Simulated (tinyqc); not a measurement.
Raman line shape of confined optical phonons and breathing modes of small crystals: one step, computed by the program tinyqc.

Confinement in 2 direction(s) lets phonons with q away from zero scatter light. q is in units of 2 pi/a, from 0 to 1, and the branch is isotropic: omega(q)^2 = (omega_0^2 + omega_X^2)/2 + ((omega_0^2 - omega_X^2)/2) cos(pi q). The model and its constant beta are phenomenological; beta = 8 is the common choice.

Problem. Intensity at one frequency. Weight W(q) = q^1 exp(-(2 L q/a)^2/(2 beta)) dq, that is exp(-k^2 L^2/(2 beta pi^2)) for k = 2 pi q/a. I(omega) = int W(q) / [(omega - omega(q))^2 + (Gamma_0/2)^2] dq / int W dq x (Gamma_0/2)^2, by 400 Gauss-Legendre points on 0 < q < min(1, 2.5 a sqrt(2 beta)/L). Bulk Lorentzian 1/(1 + (2 offset/Gamma)^2); mean shift = weighted mean of omega(q) less the bulk frequency.

Inputs (values chosen for the exercise, modelled on germanium):
```
quantity                                value      unit
bulk frequency omega_0                  300.9      1/cm
frequency at the zone boundary omega_X    233      1/cm
natural width Gamma_0                     2.5      1/cm
lattice constant a                      5.658  angstrom
size L                                    3.4        nm
confinement constant beta                   8         -
probe offset omega - omega_0              -11      1/cm
```

Shape: wire.

Give: I at the probe offset; bulk Lorentzian there; mean shift, from the weights.

Solution.

I at the probe offset = 0.12325

bulk Lorentzian there = 0.012749

mean shift, from the weights = -14.363 1/cm
